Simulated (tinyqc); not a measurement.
Worked calculation: coherent transport through a tight-binding region between two chains. One step of it, computed by the program tinyqc.

Question. Transmission at E = -0.68 eV. Surface Green function g = (E - i sqrt(4 t^2 - E^2)) / (2 t^2); self-energy tc^2 g on each contact site; G = (E - H - Sigma)^(-1); Gamma = -2 Im Sigma; T = Gamma_L Gamma_R |G_LR|^2; local density of states -Im G_ii / pi.

H of the central region (eV), lower triangle:
```
           1          2         3
1   0.000000
2  -1.310000   0.000000
3   0.000000  -1.310000  0.000000
```

Leads: semi-infinite chains with site energy 0:
```
parameter                           value
lead hopping t (eV)              2.000000
coupling to the left lead (eV)   0.400000
coupling to the right lead (eV)  1.480000
left contact site                       1
right contact site                      3
```

E = -0.680000 eV

Give: g; G; local density of states; transmission.

Answer.

g = -0.0850-0.4927i 1/eV

G (1/eV), lower triangle:
```
                 1               2                3
1  -0.2618-0.6132i
2   0.5933-0.2962i  0.2840-0.1864i
3   0.5697+0.4595i  0.3175+0.1994i  -0.4049-0.3559i
```

local density of states (1/eV): 0.1952  0.0593  0.1133

transmission = 0.1823
